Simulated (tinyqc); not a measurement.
Band folding and unfolding in a supercell of a chain: one step. Supercell Hamiltonian.

A chain with hopping -t and n = 4 sites a supercell. H(K) has v_j on the diagonal, -t between neighbours and -t exp(2 pi i K) on the bond that closes the cell (from the last site to the first of the next cell). The point K holds the n wave vectors k_m = (K + m)/n of the primitive zone, in 2 pi/a, m = 0 to n - 1, with E0 = -2t cos(2 pi k_m). The unfolding weight of a state c on k_m is |sum_j c_j exp(-2 pi i k_m j)|^2/n, j = 0 to n - 1.

Inputs chosen for the exercise: t = 0.9 eV (hopping); v = (-0.72, 0.72, 0.72, -0.72) eV (site energies in the supercell); Kq = 0.06 2 pi/(n a) (wave vector in the small zone).

Problem. Fill in H(K).

Give: H.

Solution.

H (eV):
```
                 1        2        3                4
1          -0.7200  -0.9000        0  -0.8368+0.3313i
2          -0.9000   0.7200  -0.9000                0
3                0  -0.9000   0.7200          -0.9000
4  -0.8368-0.3313i        0  -0.9000          -0.7200
```

tinyqc: `OMP_NUM_THREADS=1 python tinyqc.py 1481871 1481872 out.jsonl`; about 0.01 s, one thread, shared Intel(R) Xeon(R) Processor @ 2.30GHz.
